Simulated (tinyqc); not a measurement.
# Minority-electron transport through the base of a bipolar transistor (Moll-Ross and Kroemer integrals), step by step

A worked calculation. Computed by tinyqc, a small Python program that keeps every step. Command: `OMP_NUM_THREADS=1 python tinyqc.py 3011807 3011808 out.jsonl base walk`. One thread of a shared host (Intel(R) Xeon(R) Processor @ 2.30GHz), about 0.01 s of CPU time with the checks. Intermediate numbers are printed to about 6 digits and carried at full precision; extremes and crossings named in words are read from the listed rows.

Low injection, one dimension, x from the emitter edge (0) to the collector edge (W), s = x/W. Recombination is treated as a small correction (valid for tau_B well below tau_n), computed from the stored charge.

Inputs (values chosen for the exercise, modelled on InP): intrinsic density n_i at the emitter edge = 1.2e+07 1/cm^3; base doping at the emitter edge N_0 = 1.3e+18 1/cm^3; base width W = 400 nm; mu_min = 600 cm^2/(V s); mu_max = 4540 cm^2/(V s); N_ref = 2e+17 1/cm^3; saturation velocity v_s = 0.97 1e7 cm/s; electron lifetime tau_n = 15 ns; emitter Gummel number G_E = 5.4e+13 s/cm^4; base-emitter voltage V_BE = 0.9 V; temperature T = 300 K; doping ratio N_0/N(W) = 32; gap narrowing across the base dE_g = 48 meV.

Base doping profile: exponential. Gap grading: linear. Exit of the base: saturation velocity.

Constants: k_B = 8.617333262e-05 eV/K; e = 1.602176634e-19 C.

## Profile and built-in field

N(x) = N_0 (ratio)^(-s); n_i(x)^2 = n_i^2 exp(s dE_g/k_B T); D(x) = (k_B T/e) mu, mu = mu_min + (mu_max - mu_min)/(1 + (N/N_ref)^0.7). Field that drives electrons towards the collector, averaged over the base: (k_B T/e) ln[N_0 n_i(W)^2/(N(W) n_i^2)]/W.

Across the base:
```
s     N (1/cm^3)  n_i(x)^2/n_i^2  D (cm^2/s)   y (s/cm^5)
0.0  1.30000e+18         1.00000     37.1500  3.49933e+16
0.2  6.50000e+17         1.44968     46.5461  9.63291e+15
0.4  3.25000e+17         2.10158     57.8678  2.67239e+15
0.6  1.62500e+17         3.04662     70.1343  7.60509e+14
0.8  8.12500e+16         4.41664     81.9845  2.24388e+14
1.0  4.06250e+16         6.40272     92.2298  6.87951e+13
```

drift factor eta (potential drop in k_B T/e) = 5.32246

mean built-in field = 3.43991 kV/cm

## Collector current and transit time

With y(x) = N n_i^2/(D n_i(x)^2): base Gummel number G_B = int_0^W y dx + N(W) n_i^2/(v_s n_i(W)^2); J_C = e n_i^2 exp(e V_BE/k_B T)/G_B; n(x) = (J_C/e)(n_i(x)^2/(N n_i^2)) [int_x^W y dx + the same exit term]; transit time tau_B = (e/J_C) int n dx; trapezoid rule on 401 even points.

base Gummel number G_B = 2.18031e+11 s/cm^4

collector current density J_C = 0.139280 A/cm^2

base transit time tau_B = 4.54615 ps

share of the exit term in G_B = 0.300013 %

mean velocity W/tau_B = 0.879866 1e7 cm/s

Plain diffusion with the D of the emitter edge would take W^2/(2D) = 21.5 ps, 4.74 times the result.

## Gain and speed

Emitter-limited gain beta_E = G_E/G_B; recombination-limited gain beta_R = tau_n/tau_B; 1/beta = 1/beta_E + 1/beta_R; f_T from the base alone = 1/(2 pi tau_B).

beta_E = 247.671

beta_R = 3299.50

current gain beta = 230.378

f_T from the base alone = 35.0088 GHz

The gain is limited mainly by hole injection into the emitter (93 % of the base current).

## What grading buys

The formulas are those given above.

The same base with other gradings:
```
dE_g (meV)  dE_g/k_B T  G_B (s/cm^4)  J_C gain  tau_B (ps)  speed gain
0               0.0000   3.08179e+11   1.00000     6.18125     1.00000
25              0.9670   2.53589e+11   1.21527     5.21172     1.18603
50              1.9341   2.15407e+11   1.43068     4.49596     1.37484
75              2.9011   1.87286e+11   1.64550     3.94902     1.56526
100             3.8682   1.65714e+11   1.85970     3.51884     1.75662
150             5.8023   1.34763e+11   2.28683     2.88733     2.14082
200             7.7363   1.13590e+11   2.71309     2.44704     2.52601
300            11.6045   8.64529e+10   3.56470     1.87446     3.29762
```

At 100 meV J_C rises by a factor 1.86 and the transit is 1.76 times faster; at 300 meV the factors are 3.56 and 3.30. For a uniform base without exit term both tend to be linear in dE_g/k_B T, J_C as x/(1 - exp(-x)) and the speed as x/2. From 75 meV on the mean velocity W/tau_B exceeds v_s, so those speed gains are overstated.

Checks made by the program: Gummel integral against a 60-point Gauss rule (relative difference 3e-06).
